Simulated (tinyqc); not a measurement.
Strain dependence: valley-orbit splitting of a donor ground state, with strain. Computed by tinyqc, a small Python program. Command: `OMP_NUM_THREADS=1 python tinyqc.py 3026519 3026520 out.jsonl valleyorbit walk`. One thread of a shared host (Intel(R) Xeon(R) Processor @ 2.30GHz), about 0.01 s of CPU time with the checks.

The basis is the 1s envelope in each valley; energies are counted from the unstrained conduction-band edge. The strain is e_s (a a^T - 1/3) for the unit stress axis a, so valley j along n_j moves by Xi_u e_s w_j with w_j = (n_j.a)^2 - 1/3: -1/3 for x and y, +2/3 for z.

Inputs (values chosen for the exercise, for a model many-valley semiconductor):

| quantity | value | unit |
|---|---|---|
| single-valley binding energy E_0 | 37.6 | meV |
| central-cell shift Lambda | 1.71 | meV |
| coupling Delta_1 | 3.06 | meV |
| coupling Delta_2 | 2.36 | meV |
| shear deformation potential Xi_u | 8.37 | eV |
| shear strain e_s | -0.0019 | - |

Valleys: six along <100>. Stress axis: [001].

Method:
- By symmetry: E(A1) = E_0 + Lambda + 4 Delta_1 + Delta_2 (one state), E(T2) = E_0 + Lambda - Delta_2 (three), E(E) = E_0 + Lambda - 2 Delta_1 + Delta_2 (two), as binding energies.
- H_jj = -(E_0 + Lambda) + Xi_u e_s w_j; H_jk = -Delta_2 between opposite valleys and -Delta_1 between perpendicular ones.
- The contact hyperfine ratio is A/A_0 = (sum_j c_j)^2/(number of valleys), c_j the valley amplitudes of the ground state; binding from the lowest valley edge.

E(A1) = 53.91 meV

Against strain:

| e_s | Xi_u e_s (w_max - w_min) (meV) | binding (meV) | gap to next level (meV) | A/A_0 |
|---|---|---|---|---|
| -0.01500 | -125.5500 | 42.294 | 5.344 | 0.40267 |
| -0.00570 | -47.7090 | 43.399 | 6.449 | 0.52727 |
| -0.00190 | -15.9030 | 46.720 | 9.770 | 0.82839 |
| -0.00057 | -4.7709 | 51.026 | 14.076 | 0.98293 |
| 0.00057 | 4.7709 | 52.570 | 15.620 | 0.98776 |
| 0.00190 | 15.9030 | 50.784 | 13.834 | 0.92234 |
| 0.00570 | 47.7090 | 49.147 | 12.197 | 0.80298 |
| 0.01500 | 125.5500 | 48.356 | 11.406 | 0.72669 |

What does the comparison show, and why?

A/A_0 falls for either sign of strain, to 0.403 and 0.727 at the ends; its limits are the shares of the valleys that end up lowest, 2/6 under compression and 4/6 under tension. Near zero strain A/A_0 changes in second order, the binding in first. The binding energy drops from 53.91 meV to 42.29 and 48.36 meV, since fewer valleys share the valley-orbit gain.

Extremes, crossings and ranges named in words are read from the listed rows.
